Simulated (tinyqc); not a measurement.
## True capacitance, leakage and series resistance from two frequencies

Problem. A capacitance C in parallel with G and in series with Rs is measured as Cp and D = Gp/(w Cp) at two frequencies. The series reading Cs = Cp (1 + D^2) equals C + G^2/(w^2 C), and Re Z = D/(w Cp (1 + D^2)) = Rs + G/(G^2 + w^2 C^2). Find C, G and Rs.

f (Hz): [10000, 50000]
Cp (pF): [21.5819999, 21.5819998]
D: [0.118006923, 0.0236794925]

Answer. w^2 Cs = w^2 C + G^2/C is a straight line in w^2 with slope C; the intercept gives G, and the real part then gives Rs.

C = 21.6 pF
G = 0.160 uS
Rs = 12.0 ohm

Computed by the program tinyqc: `OMP_NUM_THREADS=1 python tinyqc.py 2022021 2022022 out.jsonl`, one thread of a shared Intel Xeon 2.30GHz, about 0.01 s for the whole run.
